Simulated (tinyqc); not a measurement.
Grain growth, pinning, strength and diffusional creep of a polycrystal or thin film: one step, computed by the program tinyqc.

One mean grain size d describes the structure.

Task: Grain size after the anneal. dd/dt = 2 M gamma (1/d - 1/d_lim) integrates to 2 M gamma t = d_lim (d0 - d) + d_lim^2 ln[(d_lim - d0)/(d_lim - d)]; without pinning d^2 = d0^2 + 4 M gamma t.

Inputs (values chosen for the exercise, modelled on polycrystalline silicon):
```
quantity               value   unit
boundary energy gamma   0.61  J/m^2
anneal temperature T    1129      K
anneal time t           2500      s
initial grain size d0     86     nm
```

mobility M = 1.013369e-18 m^4/(J s)

limit d_lim = 8275.862 nm

Give: size without pinning; grain size d.

Result:

size without pinning = 116.5 nm

grain size d = 116.2 nm

Pinning holds d to 100 % of the free value.
